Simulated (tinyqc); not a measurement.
# Thin-body transistor below threshold, two-dimensional Poisson equation on a small mesh: effects of single changes

A thin body on a thick buried insulator of low permittivity, taken as carrying no normal field at the bottom of the body (row 0). Mobile charge is neglected (subthreshold), the body is fully depleted, and potentials are counted from the intrinsic level; rows run upward to the gate, columns from source to drain.

Parameters, values chosen for the exercise; semiconductor permittivity close to that of silicon:
```
symbol,value,unit,meaning
T,300,K,temperature
eps_r,11.6,,relative permittivity of the semiconductor
eox,7.5,,relative permittivity of the insulator
tb,4,nm,body thickness
tox,2.1,nm,insulator thickness
L,34,nm,channel length
Na,0,cm^-3,acceptor density of the depleted body
Vbi,0.47,V,potential of the source
Vfb,0.14,V,gate offset
Vg,0.05,V,gate voltage
Vd,0.5,V,drain voltage
```

Constants: q = 1.602176634e-19 C, kB = 1.380649e-23 J/K, Vt = kB T/q, eps0 = 8.8541878128e-14 F/cm where lengths are in cm. Results are converted to the units shown.

Each table varies one quantity; the others keep the values above.

## Refining the mesh

The mesh has 2 c steps in the semiconductor (rows from 0 up to the interface), c steps in the insulator and 8 c along the channel, each uniform. Box integration, divided by eps0: up_i = eps hy/h of the interval above row i, dn_i = that of the interval below (0 for row 0), lat_i = (sum of eps h/2 over the intervals above and below)/hy, s_i = -q Na w_i hy/eps0 with w_i the semiconductor height of the box (hs/2 for row 0 and the interface row, hs between, 0 in the insulator). Each free node obeys (up + dn + 2 lat) psi = up psi(above) + dn psi(below) + lat [psi(left) + psi(right)] + s. Fixed values: gate row Vg - Vfb; column 0 at Vbi and the last column at Vbi + Vd in the semiconductor, each running linearly to Vg - Vfb across the insulator. The system is solved directly; psi is read on row 0 at mid-channel.

Refining the mesh:

| c | unknowns | psi at mid-channel (V) | d psi/dVg |
|---|---|---|---|
| 1 | 21 | -0.04123 | 0.9398 |
| 2 | 90 | -0.04735 | 0.9473 |
| 3 | 207 | -0.04848 | 0.9487 |
| 4 | 372 | -0.04888 | 0.9492 |
| 6 | 846 | -0.04916 | 0.9496 |
| 8 | 1512 | -0.04926 | 0.9497 |
| 12 | 3420 | -0.04933 | 0.9498 |

psi at mid-channel goes from -0.04123 V on the coarsest mesh to -0.04933 V on the finest, a difference of 8.1 mV. d psi/dVg changes by 0.0076 from c = 1 to 2, by 0.0019 from 2 to 4 and by 4.7e-4 from 4 to 8, a ratio of 4.0 between the last two, near the 4 of a second-order scheme.

## Effect of the acceptor density of the depleted body

Mesh: rows i = 0..12 in the semiconductor (step hs = tb/12, row 12 on the interface), then 8 step(s) ho = tox/8 up to the gate row 20; columns j = 0..80 (step hy = L/80). The system is solved directly. On row 0 the minimum of psi and its place come from a parabola through the three lowest nodes; barrier = Vbi - minimum, swing = Vt ln 10/(d psi/dVg), DIBL = (d psi/dVd)/(d psi/dVg) there. Lambda = pi/k with k the smallest positive root of tan(k tox) tan(k tb) = eox/eps_r.

Effect of the acceptor density of the depleted body:

| Na (cm^-3) | L/Lambda | barrier (V) | place y/L | swing (mV/decade) | DIBL (mV/V) |
|---|---|---|---|---|---|
| 0 | 2.438 | 0.5213 | 0.4583 | 62.85 | 19.26 |
| 5e17 | 2.438 | 0.5369 | 0.4590 | 62.84 | 19.38 |
| 1e18 | 2.438 | 0.5525 | 0.4598 | 62.83 | 19.48 |
| 2e18 | 2.438 | 0.5838 | 0.4612 | 62.82 | 19.69 |
| 3e18 | 2.438 | 0.6150 | 0.4625 | 62.81 | 19.89 |
| 5e18 | 2.438 | 0.6776 | 0.4648 | 62.80 | 20.24 |

As Na goes from 0 to 5e18 cm^-3, the barrier rises from 0.521 to 0.678 V, the swing stays near 62.8 mV a decade and DIBL rises from 19.3 to 20.2 mV/V; the ideal swing is 59.5. The barrier top moves from y/L = 0.458 to 0.465. In every row the body is under 5 nm thick, where quantum confinement matters.

## Effect of the channel length

Same model as above.

Effect of the channel length:

| L (nm) | L/Lambda | barrier (V) | place y/L | swing (mV/decade) | DIBL (mV/V) |
|---|---|---|---|---|---|
| 13 | 0.9322 | 0.1769 | 0.3712 | 129.1 | 352.6 |
| 15 | 1.076 | 0.2458 | 0.3955 | 105.6 | 247.6 |
| 19 | 1.362 | 0.3542 | 0.4225 | 82.99 | 132.4 |
| 22 | 1.578 | 0.4119 | 0.4344 | 74.67 | 86.72 |
| 27 | 1.936 | 0.4751 | 0.4472 | 67.34 | 45.15 |
| 33 | 2.366 | 0.5167 | 0.4570 | 63.27 | 21.70 |
| 40 | 2.868 | 0.5403 | 0.4646 | 61.17 | 9.559 |
| 49 | 3.514 | 0.5528 | 0.4711 | 60.11 | 3.416 |

Read the table: what changes, and by how much?

As L goes from 13 to 49 nm, the barrier rises from 0.177 to 0.553 V, the swing falls from 129 to 60.1 mV a decade and DIBL falls from 353 to 3.42 mV/V; the ideal swing is 59.5. L/Lambda goes from 0.93 to 3.5. Between the last two rows DIBL decays with a length of 8.75 nm; 2 Lambda/pi is 8.88 nm. In every row the body is under 5 nm thick, where quantum confinement matters.

Numbers from tinyqc (`OMP_NUM_THREADS=1 python tinyqc.py 2480092 2480093 out.jsonl`; about 0.1 s on one thread of a shared Intel Xeon 2.30GHz).
